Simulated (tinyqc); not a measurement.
Self-consistent Fermi level with native defects, at growth and after a quench. Inputs raised by 5 %, one at a time. Computed by tinyqc, a small Python program. Command: `OMP_NUM_THREADS=1 python tinyqc.py 3014677 3014678 out.jsonl scfermi sens`. One thread of a shared host (Intel(R) Xeon(R) Processor @ 2.30GHz), about 0.1 s of CPU time with the checks.

Energies are counted from the top of the valence band (VBM); when the gap shrinks with temperature the conduction band moves and the levels stay. D and A draw on one reservoir with opposite signs, as the two vacancies of a compound do.

Inputs (values chosen for the exercise, with bands modelled on CdTe):
```
quantity,value,unit
gap E_g at 300 K,1.53,eV
slope -dE_g/dT above 300 K,0.00029,eV/K
electron mass m_e,0.0984,m_0
valleys M_c,1,-
hole mass m_h,0.651,m_0
E_f of the neutral native donor D,1.834,eV
E_f of the neutral native acceptor A,2.226,eV
shift s of the chemical potential,-0.15,eV
site density N_s,3.7e+22,cm^-3
growth temperature T_g,980,K
temperature of use T,300,K
```

Added shallow dopant: none.

levels of D above the VBM, most positive state first (eV): [0.885]

levels of A above the VBM, (0/-1) first (eV): [0.423]

Constants: m_0 = 9.1093837015e-31 kg; k_B = 1.380649e-23 J/K; h = 6.62607015e-34 J s; k_B = 8.617333262e-05 eV/K.

Method:
- E_f(D, 0) = input + s and E_f(A, 0) = input - s; E_f(q, E_F = 0) follows from the levels, eps(q/q-1) = E_f(q - 1) - E_f(q) at E_F = 0.
- E_g(T) = E_g - slope x max(0, T - 300 K).
- N_c = 2 M_c (2 pi m_e k_B T/h^2)^(3/2) and N_v = 2 (2 pi m_h k_B T/h^2)^(3/2), masses in units of m_0.
- At growth T = T_g.
- n = N_c F_1/2((E_F - E_g)/k_B T), p = N_v F_1/2(-E_F/k_B T).
- F_1/2(eta) = (2/sqrt(pi)) int_0^infinity sqrt(x)/(1 + exp(x - eta)) dx, by the trapezoid rule in t = sqrt(x) with step 0.02 up to t = 12 (for eta < -12 by exp(eta) - exp(2 eta)/2^(3/2)).
- In equilibrium c_q = N_s exp(-(E_f(q, 0) + q E_F)/k_B T).
- Net charge = p - n + sum q c_q; the log ratio is ln(positive charge/negative charge).
- E_F is the root of the log ratio, by 50 bisections between -0.5 eV and E_g + 0.5 eV.
- After a quench the totals of D and A stay as grown, and each is shared among its charge states with weights exp(-(E_f(q, 0) + q E_F)/k_B T).

Runs:
```
input moved,from,to,E_F at growth (eV),total D (cm^-3),total A (cm^-3),E_F after the quench (eV)
base run,-,-,0.78762,3.3724e+14,1.6989e+12,1.0216
E_f of the neutral native donor D (eV),1.834,1.9257,0.78661,1.1490e+14,1.6790e+12,0.9939
E_f of the neutral native acceptor A (eV),2.226,2.3373,0.78763,3.3722e+14,4.5481e+11,1.0553
growth temperature T_g (K),980,1029,0.78730,8.3849e+14,5.2783e+12,1.0158
gap E_g at 300 K (eV),1.53,1.6065,0.82585,2.4392e+14,2.6587e+12,1.0015
site density N_s (cm^-3),3.7e+22,3.885e+22,0.78770,3.5387e+14,1.7854e+12,1.0216
temperature of use T (K),300,315,0.78762,3.3724e+14,1.6989e+12,1.0283
hole mass m_h (m_0),0.651,0.68355,0.79060,3.2834e+14,1.7592e+12,1.0200
```

Exponents ln(y'/y) / ln(x'/x):
```
input,E_F at growth,total D,total A,E_F after the quench
E_f of the neutral native donor D,-0.026,-22.069,-0.242,-0.565
E_f of the neutral native acceptor A,0.000,-0.001,-27.011,0.666
growth temperature T_g,-0.008,18.668,23.235,-0.116
gap E_g at 300 K,0.971,-6.640,9.179,-0.407
site density N_s,0.002,0.986,1.018,-0.001
temperature of use T,0.000,0.000,0.000,0.134
hole mass m_h,0.078,-0.548,0.715,-0.032
```

Among the inputs moved here: E_F at growth answers most in size to gap E_g at 300 K (exponent +0.971), next to hole mass m_h (+0.078); its exponent is below 0.0005 for E_f of the neutral native acceptor A, temperature of use T. total D answers most in size to E_f of the neutral native donor D (exponent -22.069), next to growth temperature T_g (+18.668); its exponent is below 0.0005 for temperature of use T. total A answers most in size to E_f of the neutral native acceptor A (exponent -27.011), next to growth temperature T_g (+23.235); its exponent is below 0.0005 for temperature of use T. E_F after the quench answers most in size to E_f of the neutral native acceptor A (exponent +0.666), next to E_f of the neutral native donor D (-0.565).
